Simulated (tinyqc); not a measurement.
## Doping and flat-band voltage from two insulator thicknesses

Question. A junctionless wire is fully depleted at VT = Vfb - q Nd R^2/(4 eps0 eps_r) - q Nd R^2 ln(1 + tox/R)/(2 eps0 eox). Find Nd and Vfb.

Parameters, values chosen for the exercise; material values close to those of silicon:
- eps_r = 11.9 (relative permittivity of the semiconductor)
- eox = 3.9 (relative permittivity of the gate insulator)
- R = 10 nm (wire radius)

Constants: q = 1.602176634e-19 C, eps0 = 8.8541878128e-14 F/cm where lengths are in cm. Results are converted to the units shown.

VT at tox = 2.5 and 5.5 nm (V): [-0.58607213, -1.4843340]

Solution. The difference of the thresholds is proportional to Nd and holds no Vfb.

Nd = 1.800e19 cm^-3
Vfb = 1.030 V

Program tinyqc, `OMP_NUM_THREADS=1 python tinyqc.py 2460124 2460125 out.jsonl`; Intel Xeon 2.30GHz, shared host, one thread, about 0.01 s.
